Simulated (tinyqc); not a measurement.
Self-heating of a transistor with one or more fingers, with temperature-dependent conductivity: one step, computed by the program tinyqc.

N long parallel fingers lie on the top face of a slab whose bottom is held at T_0; the top is otherwise insulated, and heat flows in two dimensions. P in W/mm is 1000 P in W/m.

Problem. Correction for the falling conductivity. Kirchhoff transformation for kappa = kappa_0 (T/T_0)^-m: T = T_0 [1 - (m - 1) theta/T_0]^(-1/(m - 1)), where theta is the linear rise. The bracket vanishes at the power P T_0/((m - 1) theta).

Inputs (values chosen for the exercise, modelled on gallium nitride): exponent m in kappa ~ T^-m = 1.36; base temperature T_0 = 358 K; power per gate width P = 2.1 W/mm.

Power: fixed power.

largest theta = 52.90101 K

Give: peak temperature; true rise; true rise / linear rise; power at which the formula diverges.

Solution.

peak temperature = 416.70 K

true rise = 58.704 K

true rise / linear rise = 1.1097

power at which the formula diverges = 39.476 W/mm

The falling conductivity adds 11.0 % to the rise.
